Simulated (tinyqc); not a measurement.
Straight dislocations in isotropic elasticity: fields, energies, partials, Peierls stress and walls: one step, computed by the program tinyqc.

The line runs along z, the glide plane is y = 0, and beta is the angle between b and the line (0 screw, 90 degrees edge): b_e = b sin(beta) along +x with the extra half plane at y > 0, b_s = b cos(beta). Stress is positive in tension.

Task: Strength from dislocations. Frank-Read source, averaged over the loop: tau = G b/(2 pi l) [(1 - nu/2)/(1 - nu)] ln(l/r0). Taylor hardening: tau = 0.3 G b sqrt(rho).

Inputs (values chosen for the exercise, modelled on GaAs):
```
quantity                   value      unit
shear modulus G             50.2       GPa
Poisson ratio nu           0.224         -
Burgers vector b               4  angstrom
dislocation density rho  2.1e+12     1/m^2
core radius r0/b             0.5         -
source length l             1900        nm
```

Give: Frank-Read stress; Taylor stress.

Result:

Frank-Read stress = 17.63 MPa

Taylor stress = 8.730 MPa

Caution: the source is longer than the mean dislocation spacing 1/sqrt(rho), so the forest would pin it into shorter segments and its stress is only formal. Caution: in covalent crystals the flow stress is largely set by thermally activated glide over the Peierls barrier, which the source and Taylor stresses leave out.
